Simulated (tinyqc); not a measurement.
Pariser-Parr-Pople SCF with singles CI, for the molecule C=Cc1ccccc1 (SMILES; centres numbered as the heavy atoms are written), step by step. One step of it, computed by the program tinyqc.

Task: Iteration 3: orbitals and new P. Diagonalise F (the basis is taken as orthonormal) and form P = 2 sum c c over the lowest orbitals.

F (eV), order 1C, 2C, 3C, 4C, 5C, 6C, 7C, 8C:
$$\begin{pmatrix}
-5.595000 & -6.089796 & 0.000000 & 0.389011 & 0.000000 & -0.222198 & 0.000000 & 0.527149 \\
-6.089796 & -5.595000 & -3.856499 & 0.000000 & 0.069213 & 0.000000 & 0.046994 & 0.000000 \\
0.000000 & -3.856499 & -5.595000 & -4.906984 & 0.000000 & 0.734325 & 0.000000 & -4.915182 \\
0.389011 & 0.000000 & -4.906984 & -5.595000 & -5.109403 & 0.000000 & 0.762260 & 0.000000 \\
0.000000 & 0.069213 & 0.000000 & -5.109403 & -5.595000 & -5.041642 & 0.000000 & 0.754017 \\
-0.222198 & 0.000000 & 0.734325 & 0.000000 & -5.041642 & -5.595000 & -5.056212 & 0.000000 \\
0.000000 & 0.046994 & 0.000000 & 0.762260 & 0.000000 & -5.056212 & -5.595000 & -5.090318 \\
0.527149 & 0.000000 & -4.915182 & 0.000000 & 0.754017 & 0.000000 & -5.090318 & -5.595000
\end{pmatrix}$$

pi electrons, sum of z_r less the charge = 8

Give: orbital energies; P after iteration 3.

Result:

orbital energies (eV): [-15.2869, -12.9331, -11.4537, -10.4185, -0.7715, 0.2637, 1.7431, 4.0969]

P after iteration 3, order 1C, 2C, 3C, 4C, 5C, 6C, 7C, 8C:
$$\begin{pmatrix}
1.0000 & 0.9403 & 0.0000 & -0.2066 & 0.0000 & 0.1557 & 0.0000 & -0.2212 \\
0.9403 & 1.0000 & 0.3376 & 0.0000 & -0.0365 & 0.0000 & -0.0240 & 0.0000 \\
0.0000 & 0.3376 & 1.0000 & 0.6255 & 0.0000 & -0.3153 & 0.0000 & 0.6288 \\
-0.2066 & 0.0000 & 0.6255 & 1.0000 & 0.6775 & 0.0000 & -0.3273 & 0.0000 \\
0.0000 & -0.0365 & 0.0000 & 0.6775 & 1.0000 & 0.6595 & 0.0000 & -0.3236 \\
0.1557 & 0.0000 & -0.3153 & 0.0000 & 0.6595 & 1.0000 & 0.6644 & 0.0000 \\
0.0000 & -0.0240 & 0.0000 & -0.3273 & 0.0000 & 0.6644 & 1.0000 & 0.6715 \\
-0.2212 & 0.0000 & 0.6288 & 0.0000 & -0.3236 & 0.0000 & 0.6715 & 1.0000
\end{pmatrix}$$
